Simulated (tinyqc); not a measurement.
Comparisons within one model: parabolic quantum dot in a magnetic field (Fock-Darwin). A value that a table varies takes the place of the one given here.

Two dimensions, V = m w0^2 r^2/2, one valley. hbar wc = 2 muB B/m, W = sqrt(w0^2 + wc^2/4), E(n, l, s) = (2n + |l| + 1) hbar W - l hbar wc/2 + s gs muB B, n = 0, 1, ..., l = 0, +/-1, ..., s = +/-1/2; length lam = sqrt(2c/(m hbar W)), c = hbar^2/2m0.

Two electrons, first order in the Coulomb energy: the singlet (0,0)^2 has 2W + J0 and the lowest triplet (0,0)(0,1) has 3W - wc/2 + J0/2 - Ez, with J0 = sqrt(pi/2) q/(eps lam), q = e^2/(4 pi eps0), Ez = |gs| muB B.

Exact treatment: the centre of mass separates with energy W, and the relative motion obeys [-(2c/m) Laplacian + (2c/m) r^2/(2 lam^2)^2 + q/(eps r)] psi = e_l psi for angular number l, solved in 14 Gaussians r^l exp(-a r^2), a = 1.7^i/(4 lam^2), i = -3 to 10. E(S) = W + e_0, E(T) = W + e_1 - wc/2 - Ez.

Constants: muB = 5.788381798e-05 eV/T; hbar^2/2m0 = 3.80998211 eV angstrom^2; e^2/(4 pi eps0) = 14.39964547 eV angstrom.

Values chosen for the exercise (near those of a gate-defined dot in Si; the results hold for these values, not for the real material):
- m = 0.1839 m0 (mass)
- gs = 2.06 (g factor)
- w0 = 7 meV (confinement energy hbar w0)
- Bs = (0, 2.8, 5.6, 8.9, 13, 20, 29) T (fields)
- eps = 11.6 (dielectric constant)
- B = 6.71 T (magnetic field)

## Levels against field

Six orbital levels without the Zeeman term.

Levels (meV):
```
B (T)   (0,0)   (0,1)  (0,-1)   (0,2)   (1,0)   (0,3)
0       7.000  14.000  14.000  21.000  21.000  28.000
2.8     7.055  13.229  14.992  19.403  21.166  25.577
5.6     7.219  12.674  16.200  18.130  21.656  23.586
8.9     7.540  12.278  17.881  17.017  22.619  21.755
13      8.108  12.125  20.308  16.141  24.325  20.157
20      9.414  12.533  25.124  15.653  28.243  18.772
29     11.503  13.878  32.134  16.253  34.509  18.628
```

What can be read from the table?

(0,2) crosses (0,-1) where W = 3 wc/2, that is wc = w0/sqrt(2), B = 7.86 T, and (0,3) crosses it at W = wc, B = 12.84 T. States with n = 0 and l >= 0 draw together into the lowest Landau level: their spacing W - wc/2 shrinks from 7.00 to 2.38 meV, while (0,-1) climbs to 20.63 meV above (0,0).

## Singlet against triplet in a field

For each field, first order and exact.

Energies (meV):
```
B (T)      J0  W - wc/2     Ez  E(T) - E(S), first order  exact
0      20.222     7.000  0.000                    -3.111   2.71
2.8    20.301     6.174  0.334                    -4.311   1.52
5.6    20.535     5.456  0.668                    -5.479   0.39
8.9    20.987     4.738  1.061                    -6.816  -0.88
13     21.764     4.016  1.550                    -8.416  -2.36
20     23.451     3.119  2.385                   -10.991  -4.70
29     25.922     2.375  3.458                   -14.044  -7.44
```

What can be read from the table?

Exactly, the triplet drops below the singlet between 5.6 and 8.9 T. First order has the triplet lower even at zero field, which the exact solution forbids; with J0/W = 2.89 at zero field it misses the splitting there by 5.82 meV. From the first row to the last the orbital cost falls by 4.62 meV, the Coulomb gain J0/2 (half direct, half exchange) grows by 2.85 meV and the Zeeman gain by 3.46 meV. States of higher angular number, which take over at higher fields, in soft dots already within such a table, are left out.

## What each parameter does

The two modes W +/- wc/2, lam and the exact E(T) - E(S), with q = e^2/(4 pi eps0) and Ez = |gs| muB B. Each row changes one parameter from the base and keeps the others.

Results:
```
case           upper mode (meV)  lower mode (meV)  lam (angstrom)  E(T) - E(S) (meV)
base                      9.424             5.200            75.3              -0.04
B = 4.03 T                8.382             5.846            76.3               1.02
w0 = 8.75 meV            11.113             6.889            67.8               0.84
m = 0.2115 m0             9.073             5.400            70.6               0.08
gs = 3.09                 9.424             5.200            75.3              -0.44
eps = 9.9                 9.424             5.200            75.3              -0.31
```

What does this show?

The largest shifts from the base row, up to three for each result and ties (the steps differ in size, so this ranks the rows, not the parameters). upper mode (meV): w0 +1.690, B -1.041, m -0.350; unchanged at the printed digits by gs and eps. lower mode (meV): w0 +1.690, B +0.646, m +0.201; unchanged at the printed digits by gs and eps. lam (angstrom): w0 -7.4, m -4.7, B +1.0; unchanged at the printed digits by gs and eps. E(T) - E(S) (meV): B +1.06, w0 +0.89, gs -0.40.

tinyqc: `OMP_NUM_THREADS=1 python tinyqc.py 1281879 1281880 out.jsonl`; about 0.07 s, one thread, shared Intel(R) Xeon(R) Processor @ 2.30GHz.
